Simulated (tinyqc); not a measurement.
Inside a calculation. Model: specific resistance of a metal-semiconductor contact and its transmission-line measurement. Computed by tinyqc, a small Python program that keeps every step. Command: `OMP_NUM_THREADS=1 python tinyqc.py 3024161 3024162 out.jsonl contact walk`. One thread of a shared host (Intel(R) Xeon(R) Processor @ 2.30GHz), about 0.01 s of CPU time with the checks. Intermediate numbers are printed to about 5 digits and carried at full precision; extremes and crossings named in words are read from the listed rows.

The barrier is parabolic (depletion approximation), energies E are normal energies counted from the band edge in the neutral semiconductor (downwards for holes), and the bias is zero. xi is an input, held fixed when other inputs move.

Inputs (values chosen for the exercise, modelled on n-type germanium): tunnelling mass m = 0.13 m_0; permittivity eps = 16; Richardson constant A* = 137 A/(cm^2 K^2); barrier height phi_B = 0.41 eV; doping N = 6.2e+19 1/cm^3; Fermi level above the band edge in the bulk, xi = 0.098 eV; temperature T = 300 K; sheet resistance R_sh = 53 ohm; contact length d = 0.032 micrometre; contact width W = 70 micrometre.

Image-force lowering: left out.

Constants: hbar = 1.054571817e-34 J s; eps_0 = 8.8541878128e-12 F/m; m_0 = 9.1093837015e-31 kg; k_B = 8.617333262e-05 eV/K; e = 1.602176634e-19 C.

## Tunnelling energy and barrier

E_00 = (e hbar/2) sqrt(N/(eps eps_0 m)); band bending E_b = phi_B + xi; depletion width w = sqrt(2 eps eps_0 E_b/(e^2 N)).

E_00 = 101.37 meV

E_00/k_B T = 3.9210

depletion width = 3.8065 nm

barrier used, above the bulk band edge = 0.508 eV

By the usual rule this is thermionic-field emission (0.5 to 5 k_B T).

## Transmission and supply

WKB transmission for E < E_b, with a = E/E_b: D = exp{-(E_b/E_00) [sqrt(1 - a) - a ln((1 + sqrt(1 - a))/sqrt(a))]}; D = 1 above. f = 1/(1 + exp((E - xi)/k_B T)).

E, D, f and D f at E/E_b = 0.05, 0.15, 0.3, 0.45, 0.6, 0.75, 0.9, 0.98:
```
E/E_b   E (eV)        D           f         D f
0.05   0.02540  0.01305  9.4312e-01  1.2309e-02
0.15   0.07620  0.03284  6.9915e-01  2.2958e-02
0.30   0.15240  0.09312  1.0868e-01  1.0120e-02
0.45   0.22860  0.20908  6.3569e-03  1.3291e-03
0.60   0.30480  0.39537  3.3556e-04  1.3267e-04
0.75   0.38100  0.64332  1.7612e-05  1.1330e-05
0.90   0.45720  0.89775  9.2407e-07  8.2959e-07
0.98   0.49784  0.99056  1.9186e-07  1.9005e-07
```

Among these points D f is largest at E/E_b = 0.15; for a non-degenerate tail the peak lies at E/E_b = 1/cosh^2(E_00/k_B T) = 0.002, but it cannot fall far below the Fermi level.

## Specific contact resistance

At zero bias 1/rho_c = (e A*/k_B^2) int D(E) f(E) dE, f = 1/(1 + exp((E - xi)/k_B T)); 200 Gauss-Legendre points from 0 to E_b, and k_B T ln(1 + exp((xi - E_b)/k_B T)) for the part above the barrier; the share of tunnelling is the part below.

specific contact resistance rho_c = 1.8192e-08 ohm cm^2

share of tunnelling = 100.000 %

rho_c by thermionic emission alone = 0.016189 ohm cm^2

Tunnelling lowers rho_c by a factor 890000. The field-emission exponent (E_b - xi)/E_00 is 4.0, the thermionic one (E_b - xi)/k_B T is 15.9.

## Current crowding

Transmission-line model: transfer length L_T = sqrt(rho_c/R_sh); R_c = (R_sh L_T/W) coth(d/L_T). Limits: rho_c/(W d) for d << L_T, sqrt(rho_c R_sh)/W for d >> L_T.

transfer length L_T = 0.18527 micrometre

d/L_T = 0.17272

contact resistance R_c = 0.82022 ohm

R_c W = 57.415 ohm micrometre

short-contact limit = 0.81216 ohm

long-contact limit = 0.14028 ohm

The contact is short: the whole area carries current, and R_c scales as 1/d.

## A transmission-line measurement read back

Transmission-line model: transfer length L_T = sqrt(rho_c/R_sh); R_c = (R_sh L_T/W) coth(d/L_T). Two contacts a gap s apart give R = 2 R_c + R_sh s/W. A straight-line fit gives R_sh from the slope and R_c from the intercept; the simple reading takes L_x = R_c W/R_sh as the transfer length and rho_c = R_sh L_x^2.

Resistances:
```
gap s (micrometre)  R (ohm)
1.1                   2.473
2.2                   3.306
4.3                   4.896
8.7                   8.228
17.0                 14.512
```

L_x = 1.0833 micrometre

rho_c by the simple reading = 6.2198e-07 ohm cm^2

simple reading over true value = 34.189

The simple reading is 34.2 times too high, the factor coth^2(d/L_T): it holds only for d above about 2 L_T.

Checks made by the program: closed WKB exponent against numerical integration over the parabolic barrier (relative difference below 1e-10).
